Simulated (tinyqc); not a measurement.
Nudged elastic band on a two-dimensional model surface: one step, computed by the program tinyqc.

V(x, y) = -A (cos kx + cos ky) - B cos kx cos ky + (C sin ky + S sin kx)(1 - cos kx), k = 2 pi/a; the atom hops from the minimum at (0, 0) to that at (a, 0).

Task: Stationary points. Newton steps x(new) = x - H^-1 grad V (moves limited to 0.3 angstrom) from (0, 0), (a, 0) and (a/2, 0) give the two minima and the saddle.

Inputs (values chosen for the exercise, for a model surface):
```
quantity     value      unit
amplitude A   0.28        eV
amplitude B  0.056        eV
skew C        0.12        eV
asymmetry S  0.043        eV
period a       3.9  angstrom
```

Surface: adatom on a square lattice. Climbing image: on.

Give: positions; energies; barrier from the start.

Result:

positions (angstrom):
```
            x       y
start   0.000   0.000
end     3.900   0.000
saddle  1.747  -0.496
```

energies (eV): start -0.6160, end -0.6160, saddle -0.0337

barrier from the start = 0.5823 eV
